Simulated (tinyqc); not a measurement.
ROHF in the sto-3g basis, for BeH, spin multiplicity 2, step by step. One step of it, computed by the program tinyqc.

Question. Iteration 2: diagonalisation and new density. Diagonalise F' = X^T F X, C = X C', fill 3 alpha and 2 beta electrons from the bottom; D(s) = C_occ C_occ^T. Each column has its largest component positive (the first on a tie).

extrapolated F (hartree), lower triangle:
```
            1Be 1s     1Be 2s    1Be 2px   1Be 2py    1Be 2pz      2H 1s
1Be 1s   -4.527521
1Be 2s   -1.287228  -0.558643
1Be 2px   0.000000   0.000000   0.198102
1Be 2py   0.000000   0.000000  -0.003624  0.209160
1Be 2pz   0.014199  -0.051670   0.000000  0.000000   0.076911
2H 1s    -0.135364  -0.245082   0.000000  0.000000  -0.224076  -0.102428
```

X, lower triangle:
```
            1Be 1s     1Be 2s   1Be 2px   1Be 2py    1Be 2pz     2H 1s
1Be 1s    1.027457
1Be 2s   -0.141417   1.070322
1Be 2px   0.000000   0.000000  1.000000
1Be 2py   0.000000   0.000000  0.000000  1.000000
1Be 2pz  -0.007290   0.054412  0.000000  0.000000   1.067681
2H 1s     0.020863  -0.182496  0.000000  0.000000  -0.228109  1.109533
```

Give: F' = X^T F X; orbital energies; coefficients C; D(alpha) after iteration 2; D(beta) after iteration 2.

Answer.

F' = X^T F X (hartree), lower triangle:
```
         1        2        3       4        5       6
1  -4.4213
2  -0.6835  -0.2571
3   0.0000   0.0000   0.1981
4   0.0000   0.0000  -0.0036  0.2092
5   0.0064   0.0258   0.0000  0.0000   0.1900
6   0.0143  -0.2064   0.0000  0.0000  -0.2791  0.0691
```

orbital energies (hartree): MO1 -4.5307, MO2 -0.3125, MO3 -0.0301, MO4 0.1970, MO5 0.2102, MO6 0.4540

coefficients C:
```
             MO1      MO2      MO3     MO4      MO5      MO6
1Be 1s    0.9923  -0.2103  -0.1976  0.0000   0.0000   0.0912
1Be 2s    0.0288   0.6870   0.7372  0.0000   0.0000  -0.4308
1Be 2px   0.0000   0.0000   0.0000  0.9582  -0.2860   0.0000
1Be 2py   0.0000   0.0000   0.0000  0.2860   0.9582   0.0000
1Be 2pz  -0.0016   0.2270  -0.5364  0.0000   0.0000  -0.9251
2H 1s    -0.0035   0.4805  -0.4625  0.0000   0.0000   0.9338
```

D(alpha) after iteration 2, lower triangle:
```
          1Be 1s   1Be 2s  1Be 2px  1Be 2py  1Be 2pz   2H 1s
1Be 1s    1.0678
1Be 2s   -0.2616   1.0163
1Be 2px   0.0000   0.0000   0.0000
1Be 2py   0.0000   0.0000   0.0000   0.0000
1Be 2pz   0.0567  -0.2395   0.0000   0.0000   0.3392
2H 1s    -0.0131  -0.0109   0.0000   0.0000   0.3571  0.4448
```

D(beta) after iteration 2, lower triangle:
```
          1Be 1s  1Be 2s  1Be 2px  1Be 2py  1Be 2pz   2H 1s
1Be 1s    1.0288
1Be 2s   -0.1159  0.4728
1Be 2px   0.0000  0.0000   0.0000
1Be 2py   0.0000  0.0000   0.0000   0.0000
1Be 2pz  -0.0493  0.1559   0.0000   0.0000   0.0515
2H 1s    -0.1045  0.3300   0.0000   0.0000   0.1091  0.2309
```
